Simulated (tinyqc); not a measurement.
What moves the results: smearing for a one-band metal on the fcc lattice. A value that a table varies takes the place of the one given here.

Lattice vectors (units of a): a1 = (0, 1/2, 1/2), a2 = (1/2, 0, 1/2), a3 = (1/2, 1/2, 0). E(k) = -t A_1(k) - t2 A_2(k), A_m the sum of cos(k . R) over the 12 nearest and 6 second lattice vectors. Mesh k = sum (j_i/N) b_i, j_i = 0 .. N-1.

With x = (E_k - mu)/sigma: Fermi-Dirac f = 1/(1 + exp(x)), s = -f ln f - (1 - f) ln(1 - f); Gaussian f = erfc(x)/2, s = exp(-x^2)/(2 sqrt(pi)); Methfessel-Paxton (first order) f = erfc(x)/2 - x exp(-x^2)/(2 sqrt(pi)), s = (1 - 2 x^2) exp(-x^2)/(4 sqrt(pi)); cold (Marzari-Vanderbilt) with y = x + 1/sqrt(2), f = erfc(y)/2 + exp(-y^2)/sqrt(2 pi), s = y exp(-y^2)/sqrt(2 pi). With weights w = points/N^d (d the dimension), mu solves 2 sum w f = ne; E = 2 sum w f E_k, S = 2 sum w s, F = E - sigma S.

With x = (E_k - mu)/sigma: Gaussian f = erfc(x)/2, s = exp(-x^2)/(2 sqrt(pi)); Methfessel-Paxton (first order) f = erfc(x)/2 - x exp(-x^2)/(2 sqrt(pi)), s = (1 - 2 x^2) exp(-x^2)/(4 sqrt(pi)). With weights w = points/N^d (d the dimension), mu solves 2 sum w f = ne; E = 2 sum w f E_k, S = 2 sum w s, F = E - sigma S.

With x = (E_k - mu)/sigma: Fermi-Dirac f = 1/(1 + exp(x)), s = -f ln f - (1 - f) ln(1 - f). With weights w = points/N^d (d the dimension), mu solves 2 sum w f = ne; E = 2 sum w f E_k, S = 2 sum w s, F = E - sigma S.

Values chosen for the exercise: t = 0.6 eV (nearest hopping); t2 = 0.15 eV (second hopping); ne = 1.31 (electrons per cell); N = 4 (unshifted mesh); sigma = 0.06 eV (width).

## Error of each scheme against the width

All on the dense mesh N = 40. The reference is F of first-order Methfessel-Paxton smearing with sigma = 0.05 t on the mesh N = 40; it moves by 0.05 meV on the mesh N = 50; in three dimensions such meshes can agree by chance and the reference may be off by about 1 meV, so smaller errors are not resolved.

Errors (meV per cell):
```
sigma (eV)     FD F  FD (E+F)/2  Gauss F  Gauss (E+F)/2   MP F  cold F
0.060         -4.62        0.02    -0.69           0.02   0.02    0.04
0.090        -10.43        0.04    -1.57           0.01   0.01    0.00
0.120        -18.55       -0.07    -2.80           0.00   0.00   -0.09
0.180        -41.14       -1.53    -6.32           0.02   0.03   -0.29
0.240        -70.82       -5.43   -11.26           0.07   0.11   -0.69
0.360       -145.78      -20.95   -25.42          -0.02   0.14   -2.61
0.480       -235.32      -45.02   -44.93          -1.06  -0.76   -6.45
```

reference = -1.15032 eV

Doubling sigma from 0.120 to 0.240 eV multiplies the error of F by 3.8 (Fermi-Dirac) and 4.0 (Gaussian); a pure sigma^2 term would give 4. At the smallest width Fermi-Dirac errs 6.7 times as much as Gaussian, against 2 pi^2/3 = 6.6 for the ratio of the sigma^2 terms at equal sigma. At the largest width the sizes of the errors rank MP F 0.8, Gauss (E+F)/2 1.1, cold F 6.4, Gauss F 44.9, FD (E+F)/2 45.0, FD F 235.3 meV; below about 1 meV this order, and the ratios at the smallest width, carry the noise of the mesh.

## Mesh against width

Gaussian smearing, (E + F)/2. The reference is F of first-order Methfessel-Paxton smearing with sigma = 0.05 t on the mesh N = 40; it moves by 0.05 meV on the mesh N = 50; in three dimensions such meshes can agree by chance and the reference may be off by about 1 meV, so smaller errors are not resolved.

Errors (meV per cell):
```
N   sigma = 0.05 t  sigma = 0.15 t  sigma = 0.4 t
4           122.29          115.98         101.24
6            -2.13           -2.26           0.03
8           -10.16           -9.90          -8.36
12            2.40            2.08           0.82
16            0.61            0.59           0.65
24            0.40            0.27           0.03
```

reference = -1.15032 eV

First N from which the value stays within 2 meV of its last entry (which need not be the best one): 16 for sigma = 0.05 t, 12 for sigma = 0.15 t, 12 for sigma = 0.4 t. At the last mesh the errors are +0.40, +0.27 and +0.03 meV. The widest smearing converges sooner with the mesh than the narrowest; a level at which its last entries rest, if any, is its bias. The smallest error belongs to 0.05 t on 0, 0.15 t on 1, 0.4 t on 5 of the 6 meshes.

## What moves the results of Fermi-Dirac smearing

All sums formed anew. Each row changes one parameter from the base and keeps the others.

Results:
```
case             mu (eV)   E (eV)       S   F (eV)
base              1.1893  -1.0244  0.5260  -1.0560
N = 8             1.2987  -1.1564  0.1057  -1.1627
sigma = 0.12 eV   1.1815  -1.0195  0.5802  -1.0891
ne = 1.41         1.2213  -0.9044  0.5170  -0.9354
t2 = 0.21 eV      1.1972  -0.9782  0.6467  -1.0170
t = 0.66 eV       1.3092  -1.1413  0.5185  -1.1724
```

The largest shifts from the base row, up to three for each result and ties (the steps differ in size, so this ranks the rows, not the parameters). mu (eV): t +0.1199, N +0.1094, ne +0.0320. E (eV): N -0.1320, ne +0.1200, t -0.1169. S: N -0.4203, t2 +0.1207, sigma +0.0542. F (eV): ne +0.1205, t -0.1165, N -0.1068.

Computed by tinyqc, a small Python program: `OMP_NUM_THREADS=1 python tinyqc.py 1651996 1651997 out.jsonl` (the numbers bound the seed that draws the inputs); one thread of a shared host (Intel(R) Xeon(R) Processor @ 2.30GHz), about 0.3 s for the whole set of steps.
